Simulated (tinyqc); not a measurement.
Inside a calculation. Model: hot electrons in a saturated n-channel MOSFET, lucky-electron model.

Computed by the program tinyqc: `OMP_NUM_THREADS=1 python tinyqc.py 2550165 2550166 out.jsonl`, one thread of a shared Intel Xeon 2.30GHz, about 0.01 s for the whole run. Printed values are rounded.

Beyond pinch-off the lateral field grows as Esat cosh(y/l) over the velocity-saturated region (pseudo-two-dimensional model). Impact ionisation in this region gives the substrate current, which biases the body forward through Rsub. Currents are per width. Local-field laws: they overstate ionisation when the field peak is narrower than an energy relaxation length.

Inputs (values chosen for the exercise); values close to those of silicon n-channel devices: channel length L = 0.25 um; oxide thickness tox = 5.6 nm; junction depth xj = 95 nm; threshold VT = 0.79 V; effective mobility mu = 300 cm^2/(V s); saturation velocity vs = 7.4e6 cm/s; ionisation prefactor Ai = 2e6 1/cm; ionisation field Bi = 1.87 MV/cm; resistance of the lightly doped drain Rd = 200 ohm um; substrate resistance Rsub = 16000 ohm um; fall of VT per volt of forward body bias kb = 0.34; hot-electron mean free path lm = 8 nm; oxide barrier pb = 3.2 V; prefactor of the gate current Cg = 0.0031; lifetime exponent m = 3; lifetime constant Hl = 6900 s uA/um; drain voltage Vd = 2.1 V; gate voltage Vg = 1.2 V.

Constants: eps0 = 8.8541878128e-14 F/cm where lengths are in cm. Results are converted to the units shown.

## Length and field scales

Cox = 3.9 eps0/tox, l = sqrt(3 tox xj), Esat = 2 vs/mu.

Cox = 0.6166309 uF/cm^2
l = 39.94997 nm
Esat = 0.04933333 MV/cm
Esat L = 1.233333 V

## Iteration 1: body bias from the substrate current

Vb at the start = 0 V

Cox = 3.9 eps0/tox. Overdrive g = Vg - VT + kb Vb; Vdsat = g Esat L/(g + Esat L); Id = Cox vs (g - Vdsat); dV = Vd - Id Rd - Vdsat; Em = sqrt((dV/l)^2 + Esat^2); Isub = Id (Ai/Bi) l Em exp(-Bi/Em). Vb(new) = Rsub Isub.

Vdsat = 0.3077079 V
Id = 46.67659 uA/um
dV = 1.782957 V
Em = 0.4490158 MV/cm
Isub = 1.391152 uA/um
Vb after iteration 1 = 0.02225844 V

## Iteration 2: body bias from the substrate current

As before.

Vdsat = 0.3119511 V
Id = 48.19368 uA/um
dV = 1.778410 V
Em = 0.4478846 MV/cm
Isub = 1.417759 uA/um
Vb after iteration 2 = 0.02268414 V

## Course of the iteration: body bias from the substrate current

Stop when Vb changes by less than 1e-9 V, or after 60 iterations.

Course of the iteration:
```
iteration      Vb (V)  |change| (V)
1          0.02225844        0.0223
2          0.02268414       4.26e-4
3          0.02269223       8.09e-6
4          0.02269238       1.54e-7
5          0.02269238       2.92e-9
6          0.02269238      5.54e-11
```

Converged in 6 iterations. At the end each change is about 0.019 times the one before: linear convergence.

## Gate current, lifetime and channel shortening

Id = 48.22343 uA/um
dV = 1.778322 V
Em = 0.4478626 MV/cm
Isub = 1.418274 uA/um

Ig = Cg Id exp(-pb/(lm Em)); lifetime tau = (Hl/Id)(Isub/Id)^(-m); length of the saturated region dL = l ln[(dV/l + Em)/Esat]. 1 year = 3.15576e7 s.

Isub/Id = 0.02941047
Ig = 19.76065 pA/um
tau = 0.1782301 years
dL = 115.6946 nm

The lifetime misses ten years. Integrating Ai exp(-Bi/E) over the cosh profile gives Isub/Id = 0.0247, so the closed form is 19 % above it.
